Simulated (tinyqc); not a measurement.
Closing and inverting the gap: three-level Kane dispersion of a narrow-gap semiconductor.

Zero of energy at Gamma8, c = hbar^2/2m0, P^2 = Ep c. The free-electron term and remote bands are left out, so the heavy holes are flat at E = 0 and the other three bands obey E (E - Eg)(E + Dso) = P^2 k^2 (E + 2 Dso/3). The conduction band is the highest root; its edge is Ec = max(Eg, 0).

Constants: hbar^2/2m0 = 3.80998211 eV angstrom^2.

Parameters, chosen for this exercise (out of a larger set: near those of HgTe; not measured data):

| symbol | value | unit | meaning |
|---|---|---|---|
| Dso | 1.03 | eV | spin-orbit splitting |
| Ep | 18.4 | eV | Kane energy |
| k | 0.012 | 1/angstrom | wave vector |

Eg is varied at fixed k, Dso and Ep. Edge mass: Eg (Eg + Dso)/(Ep (Eg + 2 Dso/3)) for Eg > 0, 3 |Eg|/(2 Ep) for Eg < 0. The Gamma6 weight of the conduction state is 1/(1 + P^2 k^2 [(2/3)/E^2 + (1/3)/(E + Dso)^2]).

Results:

| Eg (eV) | m0* | highest root (eV) | middle (eV) | lowest (eV) | E - Ec (meV) | Gamma6 weight |
|---|---|---|---|---|---|---|
| -0.300 | 0.02446 | 0.0212 | -0.3165 | -1.0346 | 21.2 | 0.062 |
| -0.150 | 0.01223 | 0.0367 | -0.1828 | -1.0338 | 36.7 | 0.166 |
| -0.060 | 0.00489 | 0.0584 | -0.1149 | -1.0335 | 58.4 | 0.336 |
| -0.015 | 0.00122 | 0.0763 | -0.0879 | -1.0333 | 76.3 | 0.463 |
| 0.015 | 0.00121 | 0.0915 | -0.0733 | -1.0332 | 76.5 | 0.554 |
| 0.060 | 0.00476 | 0.1193 | -0.0562 | -1.0331 | 59.3 | 0.678 |
| 0.150 | 0.01150 | 0.1885 | -0.0356 | -1.0329 | 38.5 | 0.839 |
| 0.300 | 0.02198 | 0.3233 | -0.0208 | -1.0325 | 23.3 | 0.938 |

The edge mass vanishes with |Eg| from both sides, yet the kinetic energy at this k stays finite, at most 76.5 meV in the table; at Eg = 0 the two-level form, without the split-off band, gives the linear value sqrt(2/3) P k = 82.0 meV. The Gamma6 weight of the conduction state goes smoothly from 0.06 to 0.94 and is 0.46 and 0.55 in the two rows next to Eg = 0: at finite k nothing jumps at the inversion.

Program tinyqc; command `OMP_NUM_THREADS=1 python tinyqc.py 1081154 1081155 out.jsonl`; about 0.01 s on one thread of a shared Intel(R) Xeon(R) Processor @ 2.30GHz.
